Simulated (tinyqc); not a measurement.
# Changing the layer thickness t

Model: four-point probe, van der Pauw, Hall and spreading-resistance readings of a semiconductor layer. Computed by tinyqc, a small Python program. Command: `OMP_NUM_THREADS=1 python tinyqc.py 3113688 3113689 out.jsonl probe sweep`. One thread of a shared host (Intel(R) Xeon(R) Processor @ 2.30GHz), about 0.02 s of CPU time with the checks.

The layer is uniform and ohmic; contacts are points unless a radius is given.

Inputs (values chosen for the exercise, modelled on n-type silicon): carrier density n = 5.1e+16 1/cm^3; drift mobility mu = 998 cm^2/(V s); probe spacing s = 1.588 mm; current I = 2 mA.

Backing of the layer: conducting.

Constants: e = 1.602176634e-19 C.

Method:
- rho = 1/(e n mu); R_s = rho/t.
- Collinear probes with equal spacing on a layer with conducting backing: images at depth 2 m t give V = (rho I/(2 pi s)) G, G = 1 + 4 sum_(m>=1) (-1)^m [1/sqrt(1 + (2 m u)^2) - 1/sqrt(4 + (2 m u)^2)], u = t/s; the sum runs to m = 20000, with the last term halved.
- Limits: thick, rho = 2 pi s V/I; thin on an insulator, rho = (pi/ln 2) t V/I.

One run for each value:
```
layer thickness t (micrometre)  voltage V (mV)       G  rho by the thick formula (ohm cm)  rho by the thin formula (ohm cm)
420                                     0.0049  0.0201                             0.0025                         4.692e-04
780                                     0.0538  0.2189                             0.0268                         9.509e-03
1500                                    0.1597  0.6495                             0.0797                         5.427e-02
2700                                    0.2210  0.8992                             0.1103                         1.352e-01
5100                                    0.2412  0.9814                             0.1204                         2.788e-01
9500                                    0.2450  0.9969                             0.1223                         5.276e-01
```

Over the rows, voltage V (mV) rises from 0.00493 to 0.245 (exponent d ln y / d ln x 3.9 between the first rows and 0.025 between the last); G rises from 0.0201 to 0.997 (exponent d ln y / d ln x 3.9 between the first rows and 0.025 between the last); rho by the thick formula (ohm cm) rises from 0.00246 to 0.122 (exponent d ln y / d ln x 3.9 between the first rows and 0.025 between the last).  Left out: 64.0, 120, 220 (the backing shorts the probes).
